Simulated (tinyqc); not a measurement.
# Thermophotovoltaic cell, detailed-balance limit, step by step

Program tinyqc, `OMP_NUM_THREADS=1 python tinyqc.py 2820110 2820111 out.jsonl`; Intel Xeon 2.30GHz, shared host, one thread, about 0.01 s. Printed values are rounded.

Every photon above the gap Eg makes one pair and none below is absorbed; carriers thermalise at T and move without loss. Jsc = q F Phi(Eg, Ts); the dark current is J0 = q ge Phi(Eg, T)/ERE with the Boltzmann factor exp(V/Vt). Photons below the gap return to the emitter with reflectance Rf, and the efficiency is the electrical power over the radiant power not returned (luminescence back to the emitter is not credited).

Parameters, values chosen for the exercise:
- T = 320 K (cell temperature)
- Ts = 1400 K (emitter temperature)
- F = 0.59 (share of the hemisphere filled by the emitter)
- Rf = 0.8 (reflectance for photons below the gap)
- ERE = 1 (external radiative efficiency)
- ge = 1 (number of faces that emit)
- Eg = 1.3 eV (band gap)

Constants: q = 1.602176634e-19 C, kB = 1.380649e-23 J/K, h = 6.62607015e-34 J s, c = 299792458 m/s, Vt = kB T/q. Results are converted to the units shown.

## Photon flux of the source, term by term

Photon flux above E from a black body at temperature T into a hemisphere: Phi(E, T) = A sum_k exp(-k E/th)[E^2 th/k + 2 E th^2/k^2 + 2 th^3/k^3], k = 1, 2, ..., with th = kB T/q in eV and A = 2 pi q^3/(h^3 c^2). The first six terms at E = Eg, T = Ts are listed; the flux takes all.

th = 0.1206427 eV
A = 9.883290e22 cm^-2 s^-1 eV^-3
terms k = 1..6 (eV^3): 5.126221e-6  4.886738e-11  6.602933e-16  1.019286e-20  1.688750e-25  2.923510e-30
Phi(Eg, Ts) = 5.066441e17 cm^-2 s^-1

The first term, the Boltzmann limit, holds 100 % of the flux.

## Photocurrent, dark current and incident power

Photon flux above E from a black body at temperature T into a hemisphere: Phi(E, T) = A sum_k exp(-k E/th)[E^2 th/k + 2 E th^2/k^2 + 2 th^3/k^3], k = 1, 2, ..., with th = kB T/q in eV and A = 2 pi q^3/(h^3 c^2). Jsc = q F Phi(Eg, Ts), J0 = q ge Phi(Eg, T)/ERE. Pin = F sigma Ts^4, sigma = 2 pi^5 kB^4/(15 h^3 c^2). Power above the gap: Pg = F A q sum_k exp(-k Eg/th)[Eg^3 a + 3 Eg^2 a^2 + 6 Eg a^3 + 6 a^4], a = th/k at Ts; power not returned Pab = Pin - Rf (Pin - Pg).

Jsc = 47.89227 mA/cm^2
J0 = 2.584293e-15 mA/cm^2
Pin = 12852.15 mW/cm^2
Pab = 2625.706 mW/cm^2

## Iteration 1: maximum power point by substitution

v at the start = 0

v = Vmp/Vt solves (1 + v) exp(v) = 1 + Jsc/J0; v(new) = ln[(1 + Jsc/J0)/(1 + v)].

v after iteration 1 = 37.45828

## Iteration 2: maximum power point by substitution

As before.

v after iteration 2 = 33.80870

## Course of the iteration: maximum power point by substitution

Stop when v changes by less than 1e-10, or after 40 iterations.

Course of the iteration:
```
iteration         v  |change|
1          37.45828      37.5
2          33.80870      3.65
3          33.90841    0.0997
4          33.90555   2.86e-3
5          33.90563   8.19e-5
6          33.90563   2.35e-6
7          33.90563   6.73e-8
8          33.90563   1.93e-9
9          33.90563  5.52e-11
```

Converged in 9 iterations. At the end each change is about 0.029 times the one before, with alternating sign: linear convergence.

## Voltages, fill factor and efficiency

v = 33.90563

Voc = Vt ln(1 + Jsc/J0), Vmp = v Vt, Jmp = Jsc - J0 (exp(v) - 1), FF = Vmp Jmp/(Voc Jsc), efficiency Vmp Jmp/Pab.

Voc = 1.032930 V
Eg/q - Voc = 0.2670705 V
Vmp = 0.9349636 V
Jmp = 46.52022 mA/cm^2
FF = 0.8792256
efficiency = 1.656496 %

All recombination is radiative here.
